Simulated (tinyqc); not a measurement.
Dopants and charged point defects at anneal temperature: Fermi-level effect, clustering and pairing: one step, computed by the program tinyqc. Command: `OMP_NUM_THREADS=1 python tinyqc.py 3000006 3000007 out.jsonl pairing walk`. One thread of a shared host (Intel(R) Xeon(R) Processor @ 2.30GHz), about 0.02 s of CPU time with the checks.

Boltzmann statistics and full ionisation of active dopants. Energies are counted from the valence band; the defect (a vacancy or self-interstitial) has five charge states, with all degeneracy factors one.

Problem. Charged defects. C_0 = N_s exp(S_f/k_B) exp(-H_f/k_B T). Ratios to the neutral state at E_F = E_i: r_+ = exp((E(+/0) - E_i)/k_B T), r_2+ = r_+ exp((E(2+/+) - E_i)/k_B T), r_- = exp((E_i - E(0/-))/k_B T), r_2- = r_- exp((E_i - E(-/2-))/k_B T); at other E_F state q scales as chi^(-q). The enhancement is sum r_q chi^(-q)/sum r_q. The charge on the defects is left out of neutrality.

Inputs (values chosen for the exercise, with bands modelled on germanium):
```
quantity                                        value   unit
anneal temperature T                              800      K
formation enthalpy of the neutral defect H_f     2.05     eV
formation entropy S_f                             9.2    k_B
site density N_s                              2.7e+22  cm^-3
```

Dopant: donor. Second part: clustering of the dopant.

defect levels as fractions of E_g(T): (2+/+), (+/0), (0/-), (-/2-): 0.18  0.25  0.53  0.75

E_g = 0.4304783 eV

k_B T = 0.06893867 eV

n_i = 1.428679e+18 cm^-3

E_i = 0.1892471 eV

chi = 9.651195

Give: neutral defects C_0; Charge states; all defects, doped; enhancement over intrinsic; mean charge.

Solution.

neutral defects C_0 = 3.254e+13 cm^-3

Charge states:
```
state  ratio r  intrinsic (cm^-3)  doped (cm^-3)
2+       0.060          1.969e+12      2.113e+10
+        0.306          9.959e+12      1.032e+12
0        1.000          3.254e+13      3.254e+13
-        0.569          1.851e+13      1.786e+14
2-       0.082          2.665e+12      2.482e+14
```

all defects, doped = 4.604e+14 cm^-3

enhancement over intrinsic = 7.014

mean charge = -1.464 e

Doping leaves the neutral state alone and multiplies the total by 7.01; the most common state is 2- (in intrinsic material 0).
